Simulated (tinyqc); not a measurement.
# MOSFET in the linear regime without short-channel effects, parameter extraction from computed curves: extraction methods against the temperature

Inversion charge Q = Cox n Vt W0(exp((Vg - VT)/(n Vt))), W0 the Lambert function and n = nf; u = Q/Cox; mobility mu = mu0/(1 + th1 u + th2 u^2); channel resistance Rch = (L - dL)/(W mu Q); Id = Vd/(Rch + Rsd/W). Cox = eps0 eox/tox. Small Vd, no channel-length or drain effects.

From the continuous curve Id(Vg): tangent at peak gm (V_ext = Vg - Id/gm); constant current Id = 0.1 uA W/L; peak of d2Id/dVg2; Y = Id/sqrt(gm) drawn through Vg = VT + 0.6 and VT + 0.8 V, with intercept VT_Y and slope s. Mobilities gm,max L/(W Cox Vd) and s^2 L/(W Cox Vd) with the drawn L. Last column: share of Rsd/W in the total resistance at VT + 0.8 V.

Values chosen for this exercise; channel values of the order met in silicon transistors:
- eox = 3.9 (relative permittivity of the gate insulator (close to silicon dioxide))
- tox = 3.6 nm (insulator thickness)
- mu0 = 310 cm^2/(V s) (low-field mobility)
- th1 = 0.62 1/V (first mobility attenuation factor)
- th2 = 0.24 1/V^2 (second mobility attenuation factor)
- VT = 0.45 V (threshold voltage)
- nf = 1.2 (body factor)
- W = 0.5 um (gate width)
- L = 1.3 um (drawn gate length)
- dL = 0.003 um (drawn less effective length)
- Rsd = 480 ohm um (source plus drain resistance)
- Vd = 0.02 V (drain voltage)

Constants: q = 1.602176634e-19 C, kB = 1.380649e-23 J/K, Vt = kB T/q, eps0 = 8.8541878128e-14 F/cm where lengths are in cm. Results are converted to the units shown.

Extraction methods against the temperature:
```
T (K)	V_ext (V)	constant current (V)	second derivative (V)	VT_Y (V)	mobility from gm (cm^2/(V s))	mobility from Y (cm^2/(V s))	series share (%)
77	0.455	0.473	0.448	0.544	252	427	4.95
110	0.455	0.472	0.447	0.547	242	418	4.91
150	0.454	0.468	0.446	0.549	232	408	4.87
220	0.452	0.460	0.443	0.552	219	391	4.81
300	0.447	0.448	0.440	0.553	207	375	4.74
370	0.441	0.436	0.436	0.552	198	361	4.69
450	0.434	0.420	0.431	0.550	190	347	4.64
```

What does the table show?

The model has VT = 0.45 V and mu0 = 310 cm^2/(V s). Over the table the extracted thresholds move by 21 mV (tangent), 53 mV (constant current), 16 mV (second derivative), 9.0 mV (Y function). The mobility from gm falls from 252 to 190 and that from Y falls from 427 to 347 cm^2/(V s).

Program tinyqc, `OMP_NUM_THREADS=1 python tinyqc.py 2210010 2210011 out.jsonl`; Intel Xeon 2.30GHz, shared host, one thread, about 0.01 s.
